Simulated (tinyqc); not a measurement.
## Insulator thickness and V0 from two charges

Question. In an undoped wire Vg - V0 = Q/Cox + Vt ln(Q/Q0) + Vt ln(1 + Q/Q0) at the source, with Q0 = 4 eps0 eps_r Vt/R and Cox = eps0 eox/(R ln(1 + tox/R)). Find Cox, tox and V0.

Inputs (values chosen for the exercise); material values close to those of silicon:
- T = 300 K (temperature)
- eps_r = 11.5 (relative permittivity of the semiconductor)
- eox = 21.8 (relative permittivity of the gate insulator)
- R = 10 nm (wire radius)

Constants: q = 1.602176634e-19 C, kB = 1.380649e-23 J/K, Vt = kB T/q, eps0 = 8.8541878128e-14 F/cm where lengths are in cm. Results are converted to the units shown.

Qs at Vg = 1.01 and 1.41 V (nC/cm^2): [696.69217, 1904.7508]

Answer. The two equations are linear in 1/Cox and V0; tox follows by inverting the logarithm.

Cox = 3.449 uF/cm^2
tox = 7.500 nm
V0 = 0.7067 V

Program tinyqc, `OMP_NUM_THREADS=1 python tinyqc.py 2460055 2460056 out.jsonl`; Intel Xeon 2.30GHz, shared host, one thread, about 0.02 s.
